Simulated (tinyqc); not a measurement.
What each parameter does: ellipsoidal valleys in the axes of a wafer and a channel.

Valleys with axes a along x, y and z, two valleys each; inverse mass tensor w = 1/mt + (1/ml - 1/mt) a a. Device axes: z = nz/|nz|, x = nx/|nx|, y = z cross x; in them a = (ax, ay, az). Confinement mass mz = 1/w_zz. In the plane w_ij is replaced by u_ij = w_ij - w_iz w_jz/w_zz (i, j = x, y); density-of-states mass md = 1/sqrt(det u); conductivity mass along x mc = 1/u_xx; ballistic transport mass mx = u_yy/det u, width mass my = 1/u_yy.

Hard walls: E_n = c (n pi/t)^2/mz, c = hbar^2/2m0, n = 1, 2, 3. Non-degenerate share of a valley proportional to md sum_n exp(-E_n/kT); mean 1/mc = sum of share/mc. 1 nm = 10 angstrom.

Constants: hbar^2/2m0 = 3.80998211 eV angstrom^2; kB = 8.617333262e-05 eV/K.

Parameters, chosen for this exercise (near those of the Delta valleys of Si; shifted at random, so the results belong to these values and not to a real crystal): ml = 0.945 m0 (longitudinal mass); mt = 0.183 m0 (transverse mass); nz = (0, 0, 1) (surface normal (confinement)); nx = (1, 1, 0) (channel direction); t = 4.4 nm (thickness of the film); T = 77 K (temperature).

Lowest E1, its share and the mean conductivity mass.

One parameter was then changed.

Results before and after:

| case | lowest E1 (meV) | share | mean mc (m0) |
|---|---|---|---|
| base | 20.55 | 1.0000 | 0.1830 |
| changed | 22.85 | 1.0000 | 0.1830 |

Which of these changes was made? (a) T = 84.7 K; (b) ml = 0.85 m0; (c) mt = 0.201 m0; (d) t = 4.84 nm.
Answer: (b) ml = 0.85 m0. Of the candidates, run in turn, only this one gives the changed row.

All candidates:

| case | lowest E1 (meV) | share | mean mc (m0) |
|---|---|---|---|
| base | 20.55 | 1.0000 | 0.1830 |
| ml = 0.85 m0 | 22.85 | 1.0000 | 0.1830 |
| mt = 0.201 m0 | 20.55 | 1.0000 | 0.2010 |
| t = 4.84 nm | 16.99 | 0.9999 | 0.1830 |
| T = 84.7 K | 20.55 | 1.0000 | 0.1830 |

Program tinyqc; command `OMP_NUM_THREADS=1 python tinyqc.py 1880752 1880753 out.jsonl`; about 0.01 s on one thread of a shared Intel(R) Xeon(R) Processor @ 2.30GHz.
